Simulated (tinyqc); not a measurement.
# Hole mobility in a silicon inversion layer, empirical terms and Matthiessen rule: what changes with what

Inversion layer of sheet density Ns on a uniformly doped body. The mobility terms are empirical power laws with prefactors chosen for the exercise; adding their inverses (Matthiessen) is itself an approximation.

Inputs (values chosen for the exercise); material values close to those of silicon: temperature T = 300 K; band gap Eg = 1.13 eV; relative permittivity of the semiconductor eps_r = 11.8; conduction-band density of states at T Nc = 2.78e19 cm^-3; valence-band density of states at T Nv = 2.61e19 cm^-3; body doping Nb = 1.2e18 cm^-3; reverse body bias Vsb = 0.6 V; weight of the inversion charge in the effective field eta = 0.3333; phonon-limited mobility at 1 MV/cm and 300 K Ap = 144 cm^2/(V s); roughness-limited mobility at 1 MV/cm As = 408 cm^2/(V s); exponent of the roughness term gs = 1.3; Coulomb prefactor Ac = 1000 cm^2/(V s); charge at the interface Nit = 2.5e11 cm^-2; inversion density Ns = 6.5e11 cm^-2.

Constants: q = 1.602176634e-19 C, kB = 1.380649e-23 J/K, Vt = kB T/q, eps0 = 8.8541878128e-14 F/cm where lengths are in cm. Results are converted to the units shown.

Each table varies one quantity; the others keep the values above.

## Effect of the charge at the interface

ni = sqrt(Nc Nv) exp(-Eg/(2 Vt)), Eg in volts; Ndep = sqrt(2 eps0 eps_r Nb (2 Vt ln(Nb/ni) + Vsb)/q); E = q (Ndep + eta Ns)/(eps0 eps_r), in MV/cm. With t = T/(300 K): muC = Ac (Ns/1e12 cm^-2) t/(Nb/1e17 cm^-3 + Nit/1e11 cm^-2), muP = Ap E^(-1/3) t^(-1.75), muS = As E^(-gs); 1/mu is the sum of the inverses.

The same in every row: E (MV/cm) = 0.7932; muP (cm^2/(V s)) = 155.6; muS (cm^2/(V s)) = 551.4.

Effect of the charge at the interface:
```
Nit (cm^-2)  muC (cm^2/(V s))  mu (cm^2/(V s))
1e10                    53.72            37.23
3.2e10                  52.76            36.77
1e11                    50.00            35.41
3.2e11                  42.76            31.62
1e12                    29.55            23.76
3.2e12                  14.77            13.17
1e13                    5.804            5.539
```

Read the table: what changes, and by how much?

As Nit goes from 1e10 to 1e13 cm^-2, E stays at 0.793 MV/cm and mu falls from 37.2 to 5.54 cm^2/(V s). The Coulomb term is the smallest in the first and the last row.

## Effect of the reverse body bias

Same model as above.

The same in every row: muC (cm^2/(V s)) = 44.83.

Result of one run:
```
Vsb (V)  E (MV/cm)  muP (cm^2/(V s))  muS (cm^2/(V s))  mu (cm^2/(V s))
0           0.6304             167.9             743.2            33.77
```

What becomes of these results when the reverse body bias Vsb is changed from 0 to 0.8 V, all else the same?

Result of the changed run:
```
Vsb (V)  E (MV/cm)  muP (cm^2/(V s))  muS (cm^2/(V s))  mu (cm^2/(V s))
0.8         0.8401             152.6             511.7            32.45
```

The whole series:
```
Vsb (V)  E (MV/cm)  muP (cm^2/(V s))  muS (cm^2/(V s))  mu (cm^2/(V s))
0           0.6304             167.9             743.2            33.77
0.4         0.7431             159.0             600.2            33.04
0.8         0.8401             152.6             511.7            32.45
1.2         0.9267             147.7             450.4            31.95
1.6          1.006             143.7             405.0            31.51
2            1.079             140.4             369.8            31.12
2.4          1.147             137.6             341.5            30.76
```

As Vsb goes from 0 to 2.4 V, E rises from 0.630 to 1.15 MV/cm and mu falls from 33.8 to 30.8 cm^2/(V s). The Coulomb term is the smallest in the first and the last row.

## Effect of the inversion density

Same model as above.

Effect of the inversion density:
```
Ns (cm^-2)  E (MV/cm)  muC (cm^2/(V s))  muP (cm^2/(V s))  muS (cm^2/(V s))  mu (cm^2/(V s))
2e11           0.7702             13.79             157.1             572.9            12.41
3.6e11         0.7783             24.83             156.5             565.1            20.65
6.3e11         0.7921             43.45             155.6             552.4            32.00
1.1e12         0.8162             75.86             154.1             531.3            46.40
2e12           0.8622             137.9             151.3             494.8            62.97
3.6e12         0.9439             248.3             146.8             439.8            76.26
6.3e12          1.082             434.5             140.3             368.3            82.33
1.1e13          1.322             758.6             131.2             283.8            80.23
2e13            1.782              1379             118.8             192.5            69.74
```

As Ns goes from 2e11 to 2e13 cm^-2, E rises from 0.770 to 1.78 MV/cm and mu goes from 12.4 through a maximum of 82.3 (at Ns = 6.3e12 cm^-2 among the rows listed) to 69.7 cm^2/(V s). The smallest term is the Coulomb one in the first row and the phonon one in the last. Screening lifts the Coulomb term as Ns grows while the field presses the carriers to the interface, hence the maximum. At Ns = 2e13 cm^-2 E passes 1.5 MV/cm, beyond the usual range of such laws.

Numbers from tinyqc (`OMP_NUM_THREADS=1 python tinyqc.py 2510046 2510047 out.jsonl`; about 0.01 s on one thread of a shared Intel Xeon 2.30GHz).
